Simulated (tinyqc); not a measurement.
Weibull analysis of times to dielectric breakdown, with area scaling: two steps of the calculation.

Breakdown times follow F(t) = 1 - exp(-(t/t63)^beta). The 9 times below were drawn at random from beta = 3.8, t63 = 2100 s and are treated as data; all samples failed.

Problem 1. Median ranks and the Weibull scale. F_i = (i - 0.3)/(n + 0.4) for the sorted times, W_i = ln(-ln(1 - F_i)).

t, i 1 to 9 (s): 894  1270  1650  1750  1850  1960  2060  2150  2370

Find: F; W; ln t.

Solution 1.

```
i       F       W   ln t
1  0.0745  -2.559  6.796
2  0.1809  -1.612  7.147
3  0.2872  -1.083  7.409
4  0.3936  -0.693  7.467
5  0.5000  -0.367  7.523
6  0.6064  -0.070  7.581
7  0.7128   0.221  7.630
8  0.8191   0.537  7.673
9  0.9255   0.955  7.771
```

Problem 2. Likelihood estimate of beta. Maximum likelihood: a(beta) = 1/beta with a = sum t^beta ln t/sum t^beta - mean ln t. Newton step: beta(new) = beta - [a - 1/beta]/[v + 1/beta^2], v the variance of ln t under the weights t^beta.

t, i 1 to 9 (s): 894  1270  1650  1750  1850  1960  2060  2150  2370
beta at the start = 3.6

Give: beta after iteration 1.

Solution 2.

beta after iteration 1 = 4.734

Numbers from tinyqc (`OMP_NUM_THREADS=1 python tinyqc.py 2070081 2070082 out.jsonl`; about 0.01 s on one thread of a shared Intel Xeon 2.30GHz).
